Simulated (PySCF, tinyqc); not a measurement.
Inside a calculation. Method: RHF in the sto-6g basis, for H2, spin multiplicity 1. This run ends on a higher stationary point, not on the lowest solution. The lowest restricted solution is unstable here: a spin-polarised one lies 0.0160 hartree lower (PySCF). One step of it, computed by the program tinyqc.

Task: Iteration 3: building the Fock matrix. J_ij = sum D_kl (ij|kl), K_ij = sum D_kl (ik|jl); F = H + J - 0.5 K; E = tr D H + tr D J / 2 - 0.25 tr D K + E_nn.

D after iteration 2, order 1H 1s, 2H 1s:
$$\begin{pmatrix}
1.541851 & -1.480594 \\
-1.480594 & 1.421772
\end{pmatrix}$$

core Hamiltonian H = T + V (hartree), order 1H 1s, 2H 1s:
$$\begin{pmatrix}
-0.865416 & -0.421762 \\
-0.421762 & -0.865416
\end{pmatrix}$$

Two-electron integrals (ij|kl) in chemists' order, unique and non-zero (hartree):
```
(11|11) 0.774999   (21|11) 0.183283   (21|21) 0.062486   (22|11) 0.383872
(22|21) 0.183283   (22|22) 0.774999
```

nuclear repulsion = 0.39757867 hartree

Give: Coulomb J; exchange K; Fock matrix F; total energy of this density.

Result:

Coulomb J (hartree), order 1H 1s, 2H 1s:
$$\begin{pmatrix}
1.1980 & 0.3581 \\
0.3581 & 1.1510
\end{pmatrix}$$

exchange K (hartree), order 1H 1s, 2H 1s:
$$\begin{pmatrix}
0.7410 & -0.1177 \\
-0.1177 & 0.6555
\end{pmatrix}$$

Fock matrix F (hartree), order 1H 1s, 2H 1s:
$$\begin{pmatrix}
-0.0380 & -0.0048 \\
-0.0048 & -0.0421
\end{pmatrix}$$

total energy of this density = -0.312512 hartree
